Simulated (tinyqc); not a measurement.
Plane-wave Kohn-Sham cycle with exchange-only LDA in a layered model solid, step by step. Computed by tinyqc, a small Python program that keeps every step. Settings: points = 16, plane-wave index or count = 3, electrons = 2, k points = 4, area = 13.0, mixing = 0.8, iteration cap = 61. Command: `OMP_NUM_THREADS=1 python tinyqc.py 30026 30027 out.jsonl` (the two numbers bound the seeds that draw the settings). One thread of a shared host (Intel(R) Xeon(R) Processor @ 2.60GHz), about 0.03 s of CPU time with the checks.

A solid whose potential varies along x alone (atomic units):

| parameter | value |
|---|---|
| period a | 16.800000 |
| cross-section of the cell | 13.000000 |
| electrons per cell | 2 |
| grid points | 16 |
| plane waves -n..n, n | 3 |
| k points | 4 |
| V1 in V1 cos(2 pi x/a) | -0.130000 |

Stop when sqrt(dV sum R^2) is below 1e-8, dV = a A/N.

Course of the cycle:

| iteration | E (hartree) | norm of the residual |
|---|---|---|
| 1 | -0.443658 | 1.54e-01 |
| 2 | -1.957881 | 2.96e-01 |
| 3 | -2.404879 | 2.99e-01 |
| 4 | -2.002343 | 2.92e-01 |
| 5 | -2.357046 | 2.93e-01 |
| 6 | -2.012898 | 2.92e-01 |
| 7 | -2.354410 | 2.93e-01 |
| 8 | -2.013654 | 2.93e-01 |
| 9 | -2.354255 | 2.93e-01 |
| 10 | -2.013697 | 2.93e-01 |
| 11 | -2.354247 | 2.93e-01 |
| ... | ... | ... |
| 51 | -2.354246 | 2.93e-01 |
| 52 | -2.013699 | 2.93e-01 |
| 53 | -2.354246 | 2.93e-01 |
| 54 | -2.013699 | 2.93e-01 |
| 55 | -2.354246 | 2.93e-01 |
| 56 | -2.013699 | 2.93e-01 |
| 57 | -2.354246 | 2.93e-01 |
| 58 | -2.013699 | 2.93e-01 |
| 59 | -2.354246 | 2.93e-01 |
| 60 | -2.013699 | 2.93e-01 |
| 61 | -2.354246 | 2.93e-01 |

Can the last value be used, and what does the course show?

Not by the stop rule. Not converged within 61 iterations: the residual has stopped falling: the iteration swings between two states. Reruns (cap 100 unless said): mixing 0.1: not converged; mixing 0.5, Kerker q0 1.0: not converged; mixing 0.3, Pulay depth 5: converged in 25 (E = -0.30901); the original settings with a cap of 400: not converged.
